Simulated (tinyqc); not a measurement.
Sheet resistance of a shallow doped layer with concentration-dependent mobility and limited activation: one step, computed by the program tinyqc. Command: `OMP_NUM_THREADS=1 python tinyqc.py 3007066 3007067 out.jsonl irvin walk`. One thread of a shared host (Intel(R) Xeon(R) Processor @ 2.30GHz), about 0.03 s of CPU time with the checks.

A layer of one dopant lies in a background of the opposite type. Current flows parallel to the surface down to the junction; depletion is ignored.

Problem. Local values. C(x) = C_s for x < l and C_s 10^(-(x - l)/abruptness) beyond. Active density N = min(C, C_a); carriers n = N - C_B; mobility mu = mu_min + (mu_max - mu_min)/(1 + ((N + C_B)/N_r)^alpha). Conductivity e n mu. Depths are 0, 0.2, 0.4, 0.6, 0.8 and 0.95 of x_j.

Inputs (values chosen for the exercise, modelled on boron in silicon):

| quantity | value | unit |
|---|---|---|
| surface concentration C_s | 1.2e+21 | 1/cm^3 |
| length l | 3.7 | nm |
| tail abruptness | 4.3 | nm/decade |
| background C_B | 1.4e+15 | 1/cm^3 |
| mobility floor mu_min | 48.4 | cm^2/(V s) |
| mobility mu_max | 461 | cm^2/(V s) |
| reference density N_r | 1.6e+17 | 1/cm^3 |
| exponent alpha | 0.702 | - |
| anneal temperature T | 950 | C |

Profile: box with exponential tail.

junction depth x_j = 29.21213 nm

active limit C_a = 7.935255e+19 1/cm^3

Constants: e = 1.602176634e-19 C.

Give: Along the depth.

Solution.

Along the depth:

| x (nm) | C (1/cm^3) | N (1/cm^3) | mu (cm^2/(V s)) | conductivity (S/cm) |
|---|---|---|---|---|
| 0.00 | 1.200e+21 | 7.935e+19 | 53.6 | 6.817e+02 |
| 5.84 | 3.810e+20 | 7.935e+19 | 53.6 | 6.817e+02 |
| 11.68 | 1.668e+19 | 1.668e+19 | 63.6 | 1.700e+02 |
| 17.53 | 7.304e+17 | 7.304e+17 | 154.0 | 1.799e+01 |
| 23.37 | 3.198e+16 | 3.198e+16 | 358.0 | 1.754e+00 |
| 27.75 | 3.061e+15 | 3.061e+15 | 430.1 | 1.144e-01 |
